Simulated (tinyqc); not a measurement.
Worked calculation: band-to-band tunnelling and avalanche in a reverse-biased abrupt junction. Computed by tinyqc, a small Python program that keeps every step. Command: `OMP_NUM_THREADS=1 python tinyqc.py 3030858 3030859 out.jsonl zener walk`. One thread of a shared host (Intel(R) Xeon(R) Processor @ 2.30GHz), about 0.01 s of CPU time with the checks. Intermediate numbers are printed to about 5 digits and carried at full precision; extremes and crossings named in words are read from the listed rows.

Direct Kane tunnelling in the local field (for indirect gaps the mass is an effective fit) and one ionisation coefficient for both carriers. N is the doping of the light side, or N_A N_D/(N_A + N_D) for the symmetric junction; the built-in voltage is taken as E_g/e.

Inputs (values chosen for the exercise, modelled on In0.53Ga0.47As): band gap at 300 K, E_g = 0.746 eV; gap narrowing with temperature, -dE_g/dT = 0.33 meV/K; reduced tunnelling mass m_r = 0.025 m_0; permittivity eps = 13.9; ionisation prefactor a = 4.6e+06 1/cm; ionisation field at 300 K, b = 1.6e+06 V/cm; relative rise of b with temperature = 8.9 1e-4/K; effective doping N = 6e+16 1/cm^3; reverse bias V_R = 1.6 V; current density that defines tunnel breakdown, J_0 = 0.1 A/cm^2; temperature T = 250 K.

Junction: one-sided.

Constants: eps_0 = 8.8541878128e-12 F/m; e = 1.602176634e-19 C; m_0 = 9.1093837015e-31 kg; hbar = 1.054571817e-34 J s.

## Junction at the given bias

E_g(T) = E_g - (T - 300 K)(-dE_g/dT); b(T) = b [1 + (rise)(T - 300 K)]; w = sqrt(2 eps eps_0 (V_R + E_g/e)/(e N)); F_m = 2 (V_R + E_g/e)/w; the field falls linearly from F_m to 0 across w.

E_g(T) = 0.7625 eV

depletion width w = 245.95 nm

peak field F_m = 0.19211 MV/cm

shortest tunnelling distance E_g/(e F_m) = 39.691 nm

## Kane coefficients and peak generation rate

Kane: G(F) = A F^2 exp(-B/F), A = e^2 sqrt(m_r)/(18 pi hbar^2 sqrt(E_g)), B = pi sqrt(m_r) E_g^(3/2)/(2 e hbar), SI units; J = e int G dx x V_R/(V_R + E_g/e), the last factor making J vanish at zero bias; int G dx = (w/F_m) int_0^F_m G dF by 64 Gauss-Legendre points.

A = 1.7623e+20 1/(cm s V^2)

B = 5.9906 MV/cm

B/F_m = 31.183

G(F_m) = 1.8639e+17 1/(cm^3 s)

## Tunnel current and multiplication

Avalanche: I = (w/F_m) int_0^F_m a exp(-b/F) dF by 64 Gauss-Legendre points, M = 1/(1 - I), breakdown at I = 1.

tunnel current density = 1.4182e-08 A/cm^2

ionisation integral I = 0.0040458

The estimate e G(F_m) w (F_m/B) V_R/(V_R + E_g/e), which keeps only the region near the peak, gives 1.60e-8 A/cm^2.

## Which breakdown comes first?

V_Z solves J = J_0 and V_A solves I = 1; the lower one is the breakdown voltage; temperature coefficients by a central difference of +/- 10 K.

tunnel breakdown V_Z = 6.4493 V

avalanche breakdown V_A = 9.7515 V

breakdown voltage = 6.4493 V

dV_Z/dT = -7.8268 mV/K

dV_A/dT = 16.348 mV/K

Tunnelling comes first, at 8.5 E_g/e. V_Z falls on heating because the gap shrinks, and V_A rises because carriers lose more energy to phonons.

## Against the doping

The formulas are those given above.

Breakdown:
```
N (1/cm^3)     V_Z (V)  V_A (V)  F_m at breakdown (MV/cm)       first
1.20e+15    2.5466e+02   166.98                   0.22893   avalanche
3.00e+15    1.0932e+02    83.34                   0.25631   avalanche
7.20e+15    4.8627e+01    43.63                   0.28848   avalanche
1.80e+16    2.0660e+01    22.57                   0.31686  tunnelling
3.60e+16    1.0665e+01    13.87                   0.32728  tunnelling
6.00e+16    6.4493e+00     9.75                   0.33565  tunnelling
1.20e+17    3.1240e+00     6.09                   0.34847  tunnelling
3.00e+17    9.9660e-01     3.29                   0.37068  tunnelling
7.20e+17    1.5120e-01     1.83                   0.41386  tunnelling
```

The mechanism changes between 7.20e15 and 1.80e16 per cm^3. Across the table V_Z + E_g/e scales as N^-0.88 and V_A as N^-0.71: tunnelling needs a nearly fixed field, while avalanche in a thinner layer needs a higher one. Rows with V_Z below E_g/e understate it, since the local Kane formula overestimates the current there. Rows with V_A below about 5 E_g/e understate it, since the local law ignores the distance a carrier needs to reach the ionisation energy.

Checks made by the program: field integral against adaptive quadrature in x (relative difference 4e-10).
